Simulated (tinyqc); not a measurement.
From results back to parameters: effective work function and flat-band voltage of a metal/high-k/SiO2/Si stack with a dipole layer. Two cases, with inputs chosen for the exercise.

Problem. Three stacks with (t1, t2) = (8, 20), (30, 20) and (8, 60) angstrom have the flat-band voltages below. VFB = W0 - (chi + dEF) - 4 pi e2 [Q1 EOT + Q2 x2]/3.9 with x2 = t2 3.9/eps2, EOT = t1 + x2, e2 = e^2/4 pi eps0, 1 cm^-2 = 1e-16 angstrom^-2; W0 is the work function with the dipole step.

Constants: e^2/(4 pi eps0) = 14.39964547 eV angstrom.

Find: Q1; Q2; W0.

Method. The first two stacks differ in t1 alone and give Q1; the first and third give Q1 + Q2; W0 follows from any of them.

Case 1.

Values chosen (out of a larger set: a stack on Si capped with an aluminium-like oxide; not measured data): chi = 4.051 eV (electron affinity of the channel); dEF = 0.601 eV (Ec - EF in the channel); eps = (3.9, 22.8) (their dielectric constants).

VFB (V): 0.3477699  0.3947244  0.3563413

Solution.

Q1 = -4.6e+11 e/cm^2
Q2 = 1.9e+11 e/cm^2
W0 = 4.978 eV

Case 2.

Values chosen (out of a larger set: a stack on Si capped with a magnesium-like oxide; not measured data): chi = 4.042 eV (electron affinity of the channel); dEF = 0.789 eV (Ec - EF in the channel); eps = (3.9, 24.3) (their dielectric constants).

VFB (V): -0.6853156  -0.6919505  -0.6929111

Solution.

Q1 = 6.5e+10 e/cm^2
Q2 = 1.9e+11 e/cm^2
W0 = 4.152 eV

Computed by tinyqc, one run a case: `OMP_NUM_THREADS=1 python tinyqc.py N N+1 out.jsonl` with N = 1881294, 1881296; one thread of a shared Intel(R) Xeon(R) Processor @ 2.30GHz, about 0.01 s a run at most.
